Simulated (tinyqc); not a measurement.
# Changing the contact angle on the substrate theta

Model: capillary instabilities by surface diffusion: grooving and agglomeration of films, edge retraction, wire break-up and smoothing of roughness. Computed by tinyqc, a small Python program. Command: `OMP_NUM_THREADS=1 python tinyqc.py 3026019 3026020 out.jsonl dewet sweep`. One thread of a shared host (Intel(R) Xeon(R) Processor @ 2.30GHz), about 0.01 s of CPU time with the checks.

Isotropic surface energy; shapes change by surface diffusion alone.

Inputs (values chosen for the exercise, of the order of those of a cobalt film):
```
quantity                  value        unit
surface energy gamma_s     2.28       J/m^2
atomic volume Omega        11.1  angstrom^3
surface sites nu            8.3      1/nm^2
prefactor D0            3.5e-05       m^2/s
activation energy Q        1.51          eV
temperature T              1051           K
time t                       17           s
film thickness h            6.2          nm
```

Constants: k_B = 8.617333262e-05 eV/K; k_B = 1.380649e-23 J/K.

Method. B = D_s nu gamma_s Omega^2/(k_B T), D_s = D0 exp(-Q/(k_B T)). A rim shaped as a circular segment with contact angle theta holds the area h x; its radius r obeys r^2 (theta - sin theta cos theta) = h x. To advance, the edge must carry a strip of the rim height H = r (1 - cos theta) over the rim, driven by the curvature 1/r over the distance r theta (the scaling argument of Brandon and Bradshaw): H dx/dt = B/(theta r^2) gives x^(5/2) = (5/2) B t c^(3/2)/(theta (1 - cos theta) h^(3/2)), c = theta - sin theta cos theta.

One run for each value:
```
contact angle on the substrate theta (degrees)  retraction x (nm)  rim height H (nm)
30.0                                                        164.2              14.20
48.6                                                        211.0              20.64
67.1                                                        242.0              26.25
85.7                                                        259.9              31.15
104.0                                                       266.4              35.25
123.0                                                       263.5              38.69
141.0                                                       254.2              41.08
160.0                                                       241.1              42.49
```

Over the rows, retraction x (nm) goes from 164 through a maximum among these rows, 266 at 104, to 241; rim height H (nm) rises from 14.2 to 42.5 (exponent d ln y / d ln x 0.78 between the first rows and 0.27 between the last).

Extremes, crossings and ranges named in words are read from the listed rows.
